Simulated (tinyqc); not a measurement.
Inside a calculation (part 1 of 3). Method: UHF in the sto-3g basis, for H6, spin multiplicity 1. This run ends on a higher stationary point, not on the lowest solution. Computed by tinyqc, a small Python program that keeps every step (integrals from PySCF). Settings: charge = 0, multiplicity = 1, basis = sto-3g, energy threshold = 1e-09, iteration cap = 72, orthogonalisation = canonical, start = core, DIIS depth = 4, method = UHF, break = 0.2. Command: `OMP_NUM_THREADS=1 python tinyqc.py 31148 31149 out.jsonl` (the two numbers bound the seeds that draw the settings). One thread of a shared host (Intel(R) Xeon(R) Processor @ 2.60GHz), about 0.1 s of CPU time with the checks. Later iterations appear only in the table of the cycle.

## One-electron integrals

Geometry (angstrom):
```
atom         x         y         z
H     0.000000  0.000000  0.000000
H     0.000000  0.000000  1.215000
H     0.000000  0.000000  2.674000
H     0.000000  0.000000  3.889000
H     0.000000  0.000000  5.348000
H     0.000000  0.000000  6.564000
```

Basis sto-3g: exponents (1/bohr^2) and contraction coefficients of normalised primitives:
```
element  l (shell)  exponent  coefficient
H            s (1)  3.425251     0.154329
H            s (1)  0.623914     0.535328
H            s (1)  0.168855     0.444635
```

Overlap, kinetic and nuclear-attraction integrals over the contracted functions; the nuclear repulsion is the sum of Za Zb / Rab.

nuclear repulsion = 3.50180376 hartree

overlap S:
```
          1H 1s     2H 1s     3H 1s     4H 1s     5H 1s     6H 1s
1H 1s  1.000000  0.379543  0.035468  0.002344  0.000036  0.000000
2H 1s  0.379543  1.000000  0.272216  0.035468  0.001255  0.000036
3H 1s  0.035468  0.272216  1.000000  0.379543  0.035468  0.002338
4H 1s  0.002344  0.035468  0.379543  1.000000  0.272216  0.035399
5H 1s  0.000036  0.001255  0.035468  0.272216  1.000000  0.379047
6H 1s  0.000000  0.000036  0.002338  0.035399  0.379047  1.000000
```

kinetic energy T (hartree):
```
           1H 1s      2H 1s      3H 1s      4H 1s      5H 1s      6H 1s
1H 1s   0.760032   0.049599  -0.009423  -0.001490  -0.000044  -0.000001
2H 1s   0.049599   0.760032   0.013381  -0.009423  -0.000899  -0.000044
3H 1s  -0.009423   0.013381   0.760032   0.049599  -0.009423  -0.001487
4H 1s  -0.001490  -0.009423   0.049599   0.760032   0.013381  -0.009415
5H 1s  -0.000044  -0.000899  -0.009423   0.013381   0.760032   0.049388
6H 1s  -0.000001  -0.000044  -0.001487  -0.009415   0.049388   0.760032
```

nuclear attraction V (hartree):
```
           1H 1s      2H 1s      3H 1s      4H 1s      5H 1s      6H 1s
1H 1s  -2.169963  -0.787870  -0.069933  -0.004534  -0.000070  -0.000001
2H 1s  -0.787870  -2.442243  -0.584807  -0.073234  -0.002501  -0.000070
3H 1s  -0.069933  -0.584807  -2.549207  -0.872026  -0.073232  -0.004522
4H 1s  -0.004534  -0.073234  -0.872026  -2.549168  -0.584773  -0.069782
5H 1s  -0.000070  -0.002501  -0.073232  -0.584773  -2.441930  -0.786574
6H 1s  -0.000001  -0.000070  -0.004522  -0.069782  -0.786574  -2.169505
```

core Hamiltonian H = T + V (hartree):
```
           1H 1s      2H 1s      3H 1s      4H 1s      5H 1s      6H 1s
1H 1s  -1.409932  -0.738272  -0.079357  -0.006024  -0.000115  -0.000002
2H 1s  -0.738272  -1.682211  -0.571427  -0.082658  -0.003399  -0.000114
3H 1s  -0.079357  -0.571427  -1.789175  -0.822427  -0.082656  -0.006009
4H 1s  -0.006024  -0.082658  -0.822427  -1.789136  -0.571393  -0.079198
5H 1s  -0.000115  -0.003399  -0.082656  -0.571393  -1.681899  -0.737186
6H 1s  -0.000002  -0.000114  -0.006009  -0.079198  -0.737186  -1.409473
```

## Two-electron integrals

Functions are numbered as in S; the eight-fold symmetry (ij|kl) = (ji|kl) = (kl|ij) leaves the list below.

Two-electron integrals (ij|kl) in chemists' order, unique and non-zero (hartree):
```
(11|11) 0.774606   (21|11) 0.221360   (21|21) 0.087425   (22|11) 0.413766
(22|21) 0.221360   (22|22) 0.774606   (31|11) 0.013909   (31|21) 0.006387
(31|22) 0.019607   (31|31) 0.000596   (32|11) 0.075466   (32|21) 0.039944
(32|22) 0.147683   (32|31) 0.004637   (32|32) 0.042447   (33|11) 0.197851
(33|21) 0.098386   (33|22) 0.354470   (33|31) 0.013909   (33|32) 0.147683
(33|33) 0.774606   (41|11) 0.000655   (41|21) 0.000327   (41|22) 0.001123
(41|31) 0.000036   (41|32) 0.000318   (41|33) 0.001123   (41|41) 2.48e-06
(42|11) 0.007619   (42|21) 0.003860   (42|22) 0.013909   (42|31) 0.000481
(42|32) 0.004637   (42|33) 0.019607   (42|41) 0.000036   (42|42) 0.000596
(43|11) 0.061618   (43|21) 0.029086   (43|22) 0.098386   (43|31) 0.003860
(43|32) 0.039944   (43|33) 0.221360   (43|41) 0.000327   (43|42) 0.006387
(43|43) 0.087425   (44|11) 0.136070   (44|21) 0.061618   (44|22) 0.197851
(44|31) 0.007619   (44|32) 0.075466   (44|33) 0.413766   (44|41) 0.000655
(44|42) 0.013909   (44|43) 0.221360   (44|44) 0.774606   (51|11) 0.000007
(51|21) 3.52e-06   (51|22) 0.000012   (51|31) 4.52e-07   (51|32) 4.43e-06
(51|33) 0.000020   (51|41) 3.51e-08   (51|42) 5.91e-07   (51|43) 0.000006
(51|44) 0.000014   (52|11) 0.000205   (52|21) 0.000097   (52|22) 0.000328
(52|31) 0.000012   (52|32) 0.000124   (52|33) 0.000623   (52|41) 1.02e-06
(52|42) 0.000019   (52|43) 0.000243   (52|44) 0.000623   (52|51) 1.93e-08
(52|52) 7.12e-07   (53|11) 0.004747   (53|21) 0.002151   (53|22) 0.006917
(53|31) 0.000266   (53|32) 0.002621   (53|33) 0.013909   (53|41) 0.000022
(53|42) 0.000442   (53|43) 0.006387   (53|44) 0.019607   (53|51) 4.52e-07
(53|52) 0.000019   (53|53) 0.000596   (54|11) 0.031341   (54|21) 0.013783
(54|22) 0.042704   (54|31) 0.001608   (54|32) 0.015097   (54|33) 0.075466
(54|41) 0.000131   (54|42) 0.002621   (54|43) 0.039944   (54|44) 0.147683
(54|51) 2.68e-06   (54|52) 0.000124   (54|53) 0.004637   (54|54) 0.042447
(55|11) 0.098949   (55|21) 0.042504   (55|22) 0.128037   (55|31) 0.004747
(55|32) 0.042704   (55|33) 0.197851   (55|41) 0.000370   (55|42) 0.006917
(55|43) 0.098386   (55|44) 0.354470   (55|51) 0.000007   (55|52) 0.000328
(55|53) 0.013909   (55|54) 0.147683   (55|55) 0.774606   (61|11) 7.29e-08
(61|21) 3.42e-08   (61|22) 1.15e-07   (61|32) 4.41e-08   (61|33) 2.26e-07
(61|42) 6.83e-09   (61|43) 8.88e-08   (61|44) 2.26e-07   (61|53) 6.84e-09
(61|54) 4.42e-08   (61|55) 1.15e-07   (62|11) 4.90e-06   (62|21) 2.22e-06
(62|22) 0.000007   (62|31) 2.73e-07   (62|32) 2.67e-06   (62|33) 0.000014
(62|41) 2.28e-08   (62|42) 4.50e-07   (62|43) 0.000006   (62|44) 0.000020
(62|52) 1.92e-08   (62|53) 5.89e-07   (62|54) 4.41e-06   (62|55) 0.000012
(63|11) 0.000270   (63|21) 0.000119   (63|22) 0.000369   (63|31) 0.000014
(63|32) 0.000131   (63|33) 0.000653   (63|41) 1.13e-06   (63|42) 0.000022
(63|43) 0.000327   (63|44) 0.001120   (63|51) 2.28e-08   (63|52) 1.02e-06
(63|53) 0.000036   (63|54) 0.000318   (63|55) 0.001120   (63|62) 3.49e-08
(63|63) 2.47e-06   (64|11) 0.003614   (64|21) 0.001561   (64|22) 0.004737
(64|31) 0.000176   (64|32) 0.001605   (64|33) 0.007603   (64|41) 0.000014
(64|42) 0.000265   (64|43) 0.003852   (64|44) 0.013878   (64|51) 2.73e-07
(64|52) 0.000012   (64|53) 0.000480   (64|54) 0.004628   (64|55) 0.019568
(64|62) 4.49e-07   (64|63) 0.000036   (64|64) 0.000593   (65|11) 0.033746
(65|21) 0.014306   (65|22) 0.042445   (65|31) 0.001562   (65|32) 0.013763
(65|33) 0.061529   (65|41) 0.000119   (65|42) 0.002147   (65|43) 0.029043
(65|44) 0.098236   (65|51) 2.22e-06   (65|52) 0.000097   (65|53) 0.003854
(65|54) 0.039881   (65|55) 0.221003   (65|61) 3.42e-08   (65|62) 3.51e-06
(65|63) 0.000326   (65|64) 0.006365   (65|65) 0.087176   (66|11) 0.080618
(66|21) 0.033787   (66|22) 0.098930   (66|31) 0.003621   (66|32) 0.031334
(66|33) 0.136035   (66|41) 0.000271   (66|42) 0.004746   (66|43) 0.061599
(66|44) 0.197778   (66|51) 4.91e-06   (66|52) 0.000205   (66|53) 0.007616
(66|54) 0.075428   (66|55) 0.413494   (66|61) 7.29e-08   (66|62) 0.000007
(66|63) 0.000653   (66|64) 0.013878   (66|65) 0.221003   (66|66) 0.774606
```

## Orthogonalisation

S = U s U^T; canonical form X = U s^(-1/2), so that X^T S X = 1. Each column of U has its largest component positive (the first on a tie).

eigenvalues of S: 0.455120  0.571765  0.738776  1.166421  1.425306  1.642612

X:
```
               1          2          3          4          5         6
1H 1s   0.368316  -0.588915  -0.548701   0.443057  -0.389043  0.210580
2H 1s  -0.596910   0.687634   0.332817   0.236077  -0.423775  0.316633
3H 1s   0.780164  -0.232993   0.514017  -0.419881  -0.140085  0.400249
4H 1s  -0.779684  -0.235935  -0.513362  -0.419674   0.141296  0.400071
5H 1s   0.595179   0.687987  -0.334184   0.236580   0.424068  0.316014
6H 1s  -0.366693  -0.588245   0.549835   0.443729   0.388898  0.209915
```

## Starting guess

The start is the orbitals of the core Hamiltonian, with HOMO and LUMO mixed by +/-0.2 rad for the two spins; D(s) = C_occ C_occ^T for each spin.

D(alpha) at the start:
```
           1H 1s      2H 1s      3H 1s      4H 1s      5H 1s      6H 1s
1H 1s   0.103838   0.252888  -0.069943  -0.068419   0.091235   0.030147
2H 1s   0.252888   0.681112   0.006267  -0.161457   0.083567   0.033753
3H 1s  -0.069943   0.006267   0.600080   0.230239  -0.314078  -0.101427
4H 1s  -0.068419  -0.161457   0.230239   0.432823   0.208325   0.036836
5H 1s   0.091235   0.083567  -0.314078   0.208325   0.576397   0.153972
6H 1s   0.030147   0.033753  -0.101427   0.036836   0.153972   0.042123
```

D(beta) at the start:
```
           1H 1s      2H 1s      3H 1s      4H 1s      5H 1s      6H 1s
1H 1s   0.042388   0.154519   0.036661  -0.101557   0.033911   0.030164
2H 1s   0.154519   0.576914   0.207468  -0.313525   0.083692   0.090981
3H 1s   0.036661   0.207468   0.432660   0.230945  -0.161939  -0.068655
4H 1s  -0.101557  -0.313525   0.230945   0.599009   0.006610  -0.069478
5H 1s   0.033911   0.083692  -0.161939   0.006610   0.681424   0.252655
6H 1s   0.030164   0.090981  -0.068655  -0.069478   0.252655   0.103543
```

## Iteration 1: building the Fock matrix

J_ij = sum D_kl (ij|kl) with D = D(alpha) + D(beta), K_ij = sum D_kl (ik|jl) for each spin; F = H + J - K(s); E = tr D H + tr D J / 2 - 0.5 sum_s tr D(s) K(s) + E_nn.

Coulomb J (hartree):
```
          1H 1s     2H 1s     3H 1s     4H 1s     5H 1s     6H 1s
1H 1s  1.411946  0.660755  0.067359  0.004647  0.000074  0.000001
2H 1s  0.660755  2.145976  0.583283  0.075447  0.002622  0.000074
3H 1s  0.067359  0.583283  2.366717  0.871929  0.075438  0.004634
4H 1s  0.004647  0.075447  0.871929  2.366382  0.583157  0.067198
5H 1s  0.000074  0.002622  0.075438  0.583157  2.145227  0.659435
6H 1s  0.000001  0.000074  0.004634  0.067198  0.659435  1.410493
```

exchange K(alpha) (hartree):
```
           1H 1s     2H 1s      3H 1s      4H 1s     5H 1s      6H 1s
1H 1s   0.250254  0.296807   0.037326  -0.010575  0.008540   0.006565
2H 1s   0.296807  0.667741   0.197957   0.022747  0.001968   0.002118
3H 1s   0.037326  0.197957   0.617060   0.324048  0.009267  -0.015168
4H 1s  -0.010575  0.022747   0.324048   0.548618  0.227316   0.057089
5H 1s   0.008540  0.001968   0.009267   0.227316  0.594048   0.229036
6H 1s   0.006565  0.002118  -0.015168   0.057089  0.229036   0.154546
```

exchange K(beta) (hartree):
```
           1H 1s     2H 1s      3H 1s      4H 1s     5H 1s      6H 1s
1H 1s   0.155288  0.229745   0.057129  -0.015179  0.002133   0.006566
2H 1s   0.229745  0.594584   0.227150   0.009315  0.001980   0.008515
3H 1s   0.057129  0.227150   0.548518   0.324109  0.022715  -0.010601
4H 1s  -0.015179  0.009315   0.324109   0.616619  0.197985   0.037332
5H 1s   0.002133  0.001980   0.022715   0.197985  0.667742   0.296332
6H 1s   0.006566  0.008515  -0.010601   0.037332  0.296332   0.249619
```

F(alpha) (hartree):
```
           1H 1s      2H 1s      3H 1s      4H 1s      5H 1s      6H 1s
1H 1s  -0.248240  -0.374324  -0.049324   0.009197  -0.008581  -0.006565
2H 1s  -0.374324  -0.203976  -0.186100  -0.029958  -0.002746  -0.002158
3H 1s  -0.049324  -0.186100  -0.039518  -0.274546  -0.016484   0.013792
4H 1s   0.009197  -0.029958  -0.274546   0.028629  -0.215551  -0.069088
5H 1s  -0.008581  -0.002746  -0.016484  -0.215551  -0.130720  -0.306787
6H 1s  -0.006565  -0.002158   0.013792  -0.069088  -0.306787  -0.153527
```

F(beta) (hartree):
```
           1H 1s      2H 1s      3H 1s      4H 1s      5H 1s      6H 1s
1H 1s  -0.153274  -0.307262  -0.069126   0.013801  -0.002174  -0.006567
2H 1s  -0.307262  -0.130819  -0.215293  -0.016525  -0.002757  -0.008555
3H 1s  -0.069126  -0.215293   0.029025  -0.274607  -0.029932   0.009225
4H 1s   0.013801  -0.016525  -0.274607  -0.039372  -0.186221  -0.049331
5H 1s  -0.002174  -0.002757  -0.029932  -0.186221  -0.204414  -0.374083
6H 1s  -0.006567  -0.008555   0.009225  -0.049331  -0.374083  -0.248600
```

total energy of this density = -2.55145556 hartree

## Iteration 1: diagonalisation and new density

Diagonalise F' = X^T F X, C = X C', fill 3 alpha and 3 beta electrons from the bottom; D(s) = C_occ C_occ^T. Each column has its largest component positive (the first on a tie).

F' = X^T F X (alpha) (hartree):
```
           1          2          3          4          5          6
1   0.700737   0.036037   0.108080   0.044834   0.000169  -0.002708
2   0.036037   0.343000   0.009240   0.023761   0.002743  -0.004288
3   0.108080   0.009240   0.191814   0.044546  -0.033198   0.006162
4   0.044834   0.023761   0.044546  -0.219749   0.040075  -0.092853
5   0.000169   0.002743  -0.033198   0.040075  -0.386231   0.028281
6  -0.002708  -0.004288   0.006162  -0.092853   0.028281  -0.363614
```

orbital energies (alpha) (hartree): MO1 -0.445909, MO2 -0.355509, MO3 -0.176652, MO4 0.174288, MO5 0.340153, MO6 0.729586

coefficients C (alpha):
```
            MO1        MO2        MO3        MO4        MO5        MO6
1H 1s  0.596461  -0.105013  -0.310745  -0.542683  -0.609548  -0.214802
2H 1s  0.549410  -0.080005   0.009963   0.472745   0.746424   0.431850
3H 1s  0.148776   0.066537   0.620186   0.316355  -0.333550  -0.812865
4H 1s  0.052837   0.269841   0.449046  -0.378150  -0.170762   0.913156
5H 1s  0.056223   0.544925  -0.106181  -0.465858   0.631563  -0.589607
6H 1s  0.045994   0.530531  -0.349309   0.637335  -0.533310   0.280721
```

F' = X^T F X (beta) (hartree):
```
           1          2          3          4          5          6
1   0.701021  -0.035648   0.108466  -0.044754   0.000010   0.002796
2  -0.035648   0.342666  -0.008419   0.023450  -0.002793  -0.004405
3   0.108466  -0.008419   0.192142  -0.044778  -0.033201  -0.005955
4  -0.044754   0.023450  -0.044778  -0.219915  -0.040438  -0.092999
5   0.000010  -0.002793  -0.033201  -0.040438  -0.386404  -0.028240
6   0.002796  -0.004405  -0.005955  -0.092999  -0.028240  -0.363518
```

orbital energies (beta) (hartree): MO1 -0.446176, MO2 -0.355550, MO3 -0.176600, MO4 0.174516, MO5 0.339897, MO6 0.729905

coefficients C (beta):
```
            MO1        MO2        MO3        MO4        MO5        MO6
1H 1s  0.045816   0.530578  -0.348387   0.634467  -0.537361   0.281527
2H 1s  0.055991   0.545157  -0.106228  -0.462274   0.633981  -0.590116
3H 1s  0.052560   0.269227   0.449109  -0.379332  -0.167472   0.913451
4H 1s  0.148706   0.066407   0.620316   0.313431  -0.336455  -0.812714
5H 1s  0.549602  -0.079686   0.010451   0.477343   0.743620   0.430770
6H 1s  0.596596  -0.104684  -0.311226  -0.546171  -0.606035  -0.213745
```

D(alpha) after iteration 1:
```
           1H 1s      2H 1s      3H 1s      4H 1s      5H 1s      6H 1s
1H 1s   0.463355   0.333007  -0.110968  -0.136361   0.009306   0.080267
2H 1s   0.333007   0.308352   0.082595   0.011914  -0.013765  -0.020656
3H 1s  -0.110968   0.082595   0.411192   0.304307  -0.021229  -0.174494
4H 1s  -0.136361   0.011914   0.304307   0.277248   0.102334  -0.011267
5H 1s   0.009306  -0.013765  -0.021229   0.102334   0.311379   0.328775
6H 1s   0.080267  -0.020656  -0.174494  -0.011267   0.328775   0.405595
```

D(beta) after iteration 1:
```
           1H 1s      2H 1s      3H 1s      4H 1s      5H 1s      6H 1s
1H 1s   0.404985   0.328822  -0.011210  -0.174063  -0.020740   0.080217
2H 1s   0.328822   0.311616   0.102006  -0.021367  -0.013779   0.009395
3H 1s  -0.011210   0.102006   0.276945   0.304284   0.012127  -0.136602
4H 1s  -0.174063  -0.021367   0.304284   0.411316   0.082920  -0.111293
5H 1s  -0.020740  -0.013779   0.012127   0.082920   0.308521   0.332979
6H 1s   0.080217   0.009395  -0.136602  -0.111293   0.332979   0.463747
```

## Iteration 2: building the Fock matrix

As before.

Coulomb J (hartree):
```
          1H 1s     2H 1s     3H 1s     4H 1s     5H 1s     6H 1s
1H 1s  1.737450  0.682879  0.062435  0.004093  0.000064  0.000001
2H 1s  0.682879  1.917047  0.503415  0.064892  0.002257  0.000064
3H 1s  0.062435  0.503415  2.006970  0.744143  0.064894  0.004082
4H 1s  0.004093  0.064892  0.744143  2.007154  0.503431  0.062310
5H 1s  0.000064  0.002257  0.064894  0.503431  1.916884  0.681916
6H 1s  0.000001  0.000064  0.004082  0.062310  0.681916  1.737469
```

exchange K(alpha) (hartree):
```
           1H 1s      2H 1s      3H 1s      4H 1s      5H 1s      6H 1s
1H 1s   0.531369   0.334697   0.031805  -0.013583  -0.001298   0.004808
2H 1s   0.334697   0.462030   0.167401   0.049827   0.002076  -0.004787
3H 1s   0.031805   0.167401   0.515755   0.315299   0.042597  -0.015418
4H 1s  -0.013583   0.049827   0.315299   0.430069   0.161876   0.047245
5H 1s  -0.001298   0.002076   0.042597   0.161876   0.464095   0.328268
6H 1s   0.004808  -0.004787  -0.015418   0.047245   0.328268   0.487578
```

exchange K(beta) (hartree):
```
           1H 1s      2H 1s      3H 1s      4H 1s      5H 1s      6H 1s
1H 1s   0.487460   0.328634   0.047321  -0.015369  -0.004788   0.004806
2H 1s   0.328634   0.464472   0.161772   0.042545   0.002076  -0.001294
3H 1s   0.047321   0.161772   0.429755   0.315256   0.049890  -0.013621
4H 1s  -0.015369   0.042545   0.315256   0.515917   0.167531   0.031704
5H 1s  -0.004788   0.002076   0.049890   0.167531   0.461925   0.334345
6H 1s   0.004806  -0.001294  -0.013621   0.031704   0.334345   0.531359
```

F(alpha) (hartree):
```
           1H 1s      2H 1s      3H 1s      4H 1s      5H 1s      6H 1s
1H 1s  -0.203851  -0.390090  -0.048727   0.011651   0.001247  -0.004809
2H 1s  -0.390090  -0.227194  -0.235413  -0.067592  -0.003219   0.004736
3H 1s  -0.048727  -0.235413  -0.297960  -0.393584  -0.060359   0.013491
4H 1s   0.011651  -0.067592  -0.393584  -0.212051  -0.229838  -0.064133
5H 1s   0.001247  -0.003219  -0.060359  -0.229838  -0.229110  -0.383539
6H 1s  -0.004809   0.004736   0.013491  -0.064133  -0.383539  -0.159582
```

F(beta) (hartree):
```
           1H 1s      2H 1s      3H 1s      4H 1s      5H 1s      6H 1s
1H 1s  -0.159941  -0.384027  -0.064243   0.013437   0.004738  -0.004807
2H 1s  -0.384027  -0.229636  -0.229784  -0.060311  -0.003219   0.001244
3H 1s  -0.064243  -0.229784  -0.211960  -0.393541  -0.067652   0.011693
4H 1s   0.013437  -0.060311  -0.393541  -0.297899  -0.235493  -0.048592
5H 1s   0.004738  -0.003219  -0.067652  -0.235493  -0.226939  -0.389616
6H 1s  -0.004807   0.001244   0.011693  -0.048592  -0.389616  -0.203363
```

total energy of this density = -2.97574809 hartree
